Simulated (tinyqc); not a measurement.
Heavy doping: gap narrowing, degeneracy and the minority density, step by step. Values are carried at full precision from step to step, so a last printed digit may differ when a step is redone from the rounded ones.

Empirical narrowing (Slotboom form, constants chosen for the exercise; published fits of this form give the apparent narrowing, here it is taken as the true one): dEg = E0 [ln(N/N0) + sqrt(ln(N/N0)^2 + C)].

Constants: kB = 8.617333262e-05 eV/K; e^2/(4 pi eps0) = 14.39964547 eV angstrom.

Parameters, chosen for this exercise (gap and densities of states near those of InP at this temperature; narrowing constants of the size fitted for Si, not for this material; shifted at random, so the results belong to these values and not to a real crystal): N = 1.8e+18 1/cm^3 (ionised acceptors, equal to the majority density); E0 = 9.8 meV (narrowing scale); N0 = 9e+16 1/cm^3 (onset density); C = 0.5 (smoothing constant); Nv = 1.23e+19 1/cm^3 (valence-band density of states); Eg = 1.34 eV (gap); Nc = 5.75e+17 1/cm^3 (conduction-band density of states); T = 300 K; eps = 12.2 (dielectric constant); Mv = 1 (majority valleys).

## Gap narrowing

Evaluate at N.

ln(N/N0) = 2.9957
dEg (empirical fit) = 59.52 meV

Well above N0 each decade of doping adds 2 E0 ln 10 = 45.1 meV.

## Degeneracy of the majority band

F_j(eta) = (1/Gamma(j + 1)) integral_0^infinity x^j dx/(1 + exp(x - eta)), which tends to exp(eta) for eta << 0.

Majority: N = Nv F_1/2(eta), eta the distance of EF beyond the majority band edge in kT. Degeneracy factor gam = F_1/2(eta)/exp(eta). ni0^2 = Nc Nv exp(-Eg/kT); product n p = ni0^2 gam exp(dEg/kT), dEg the true narrowing; apparent narrowing dEa = dEg + kT ln gam; minority density = n p/N.

Solve for eta and form gam.

N/Nv = 0.1463
eta = -1.8702
gam = 0.9497

## Product and minority density

Combine both effects.

ni0 = 1.48e+07 1/cm^3
exp(dEg/kT) = 10.0
dEa = 58.2 meV
sqrt(n p) = 4.55e+07 1/cm^3
minority density = 0.00115 1/cm^3

Narrowing multiplies the product by 10 and degeneracy by 0.950; together they change the minority density by a factor 9.5 against ni0^2/N.

## Two estimates of the size

Two physical estimates, e2 = e^2/(4 pi eps0), N in 1/angstrom^3: exchange shift at the Fermi level, Ex = (e2/eps) kF/pi with kF = (3 pi^2 N/Mv)^(1/3); screened-pair energy (Lanyon-Tuft), Es = (3/4)(e2/eps) qs with qs^2 = (4 pi e2 N/(eps kT)) F_-1/2(eta)/F_1/2(eta).

Evaluate both at N.

kF = 0.03763 1/angstrom
Ex = 14.14 meV
Es = 27.74 meV

Against the fitted dEg = 59.5 meV, Ex is 0.24 and Es 0.47 times as large; each keeps one mechanism only, and Ex assumes a strongly degenerate gas, while here eta is only -1.87.

## Checks

- Minority density against the Boltzmann occupation of the other band at the narrowed gap (1/cm^3): both 0.001150.

Run: tinyqc, `OMP_NUM_THREADS=1 python tinyqc.py 1650806 1650807 out.jsonl`; Intel(R) Xeon(R) Processor @ 2.30GHz, one thread, shared host; about 0.01 s of CPU time with all checks.
